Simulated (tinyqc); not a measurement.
Depolarisation shift: optical transitions of a finite quantum well.

Each carrier sees a square well of width L with its own depth V and masses m (inside), mb (outside); c = hbar^2/2m0, k = sqrt(m E/c), kappa = sqrt(mb (V - E)/c), and level n solves k L + 2 atan[(k/m)/(kappa/mb)] = n pi. The envelope is cos(kz) for odd n and sin(kz) for even n inside, joins exp(-kappa (|z| - L/2)) outside, and is normalised to 1. Excitons and band mixing are left out.

Constants: hbar^2/2m0 = 3.80998211 eV angstrom^2; e^2/(4 pi eps0) = 14.39964547 eV angstrom.

Parameters, chosen for this exercise (near those of an InGaAs well in InP; the results hold for these values, not for the real material): L = 191 angstrom (well width); Vc = 0.238 eV (conduction offset); me = 0.0421 m0 (electron, well); meb = 0.0779 m0 (electron, barrier); eps = 10.8 (background dielectric constant); Nss = (0.056, 0.14, 0.28, 0.56, 0.84, 1.1, 1.7) x 1e12/cm^2 (sheet densities).

The collective line lies at E12 sqrt(1 + a), a = 8 pi q (n1 - n2) S/(eps E12), q = e^2/(4 pi eps0), S = integral over z of (integral up to z of psi_1 psi_2)^2. Zero temperature with the mass me in both subbands: n1 - n2 = Ns until Ns reaches D E12, D = me/(2 pi c), and D E12 beyond. 1e12/cm^2 = 1e-4/angstrom^2; exchange and the static band bending by the charge are left out.

Line position:

| Ns (1e12/cm^2) | n1 - n2 | a | line (meV) | shift (meV) |
|---|---|---|---|---|
| 0.056 | 0.056 | 0.0563 | 46.77 | 1.26 |
| 0.28 | 0.280 | 0.2817 | 51.52 | 6.01 |
| 0.56 | 0.560 | 0.5634 | 56.90 | 11.39 |
| 0.84 | 0.800 | 0.8051 | 61.14 | 15.63 |
| 1.1 | 0.800 | 0.8051 | 61.14 | 15.63 |
| 1.7 | 0.800 | 0.8051 | 61.14 | 15.63 |

Give the missing row, Ns (1e12/cm^2) = 0.14.

Computed row:
```
Ns (1e12/cm^2)  n1 - n2       a  line (meV)  shift (meV)
0.14              0.140  0.1408       48.60         3.10
```

S = 13.661 angstrom
E12 = 45.51 meV

The upward shift grows from 1.26 to 15.63 meV, 34.4 % of E12 at most. It stops moving once e2 starts to fill, at Ns = 0.80 e12/cm^2. For small a the shift is a E12/2, linear in Ns; in the last row that rule gives 18.32 meV. S/L = 0.0715, against 5/(9 pi^2) = 0.0563 for hard walls.

(tinyqc, `OMP_NUM_THREADS=1 python tinyqc.py 1280707 1280708 out.jsonl`, Intel(R) Xeon(R) Processor @ 2.30GHz, 1 thread, shared host, about 0.1 s.)
